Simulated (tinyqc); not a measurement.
From results back to parameters: bond-orbital model of a tetrahedral semiconductor (Harrison's universal couplings). Three cases, with inputs chosen for the exercise.

Problem. In the bond-orbital model the bond-antibond splitting is 2 sqrt(V2^2 + V3^2), Z* = 4 ap - (Z - 4) with ap = V3/sqrt(V2^2 + V3^2), and V2 = 3.22 x 2c/d^2, c = hbar^2/2m0. The values below come from a hidden bond length and V3.

Constants: hbar^2/2m0 = 3.80998211 eV angstrom^2.

Case 1.

Values chosen (out of a larger set: near tabulated values for SiC; the model gives trends, and its gaps can be far from the real ones; not measured data): Z = 4 (valence electrons of the anion).

splitting = 14.28882 eV
Z* = 1.10016 e

Case 2.

Values chosen (out of a larger set: near tabulated values for AlAs; the model gives trends, and its gaps can be far from the real ones; not measured data): Z = 5 (valence electrons of the anion).

splitting = 9.34692 eV
Z* = 0.88618 e

Case 3.

Values chosen (out of a larger set: near tabulated values for AlAs; the model gives trends, and its gaps can be far from the real ones; not measured data): Z = 5 (valence electrons of the anion).

splitting = 9.36231 eV
Z* = 0.94931 e

Find: V2, V3; d.

Solution. ap = (Z* + Z - 4)/4; V3 = ap times half the splitting, V2 = sqrt(1 - ap^2) times it, and d = sqrt(6.44 c/V2).

Case 1.

V2, V3 (eV): 6.869  1.965

d = 1.890 angstrom

Case 2.

V2, V3 (eV): 4.121  2.204

d = 2.440 angstrom

Case 3.

V2, V3 (eV): 4.088  2.281

d = 2.450 angstrom

Computed by tinyqc, one run a case: `OMP_NUM_THREADS=1 python tinyqc.py N N+1 out.jsonl` with N = 1450676, 1450690, 1450764; one thread of a shared Intel(R) Xeon(R) Processor @ 2.30GHz, about 0.01 s a run at most.
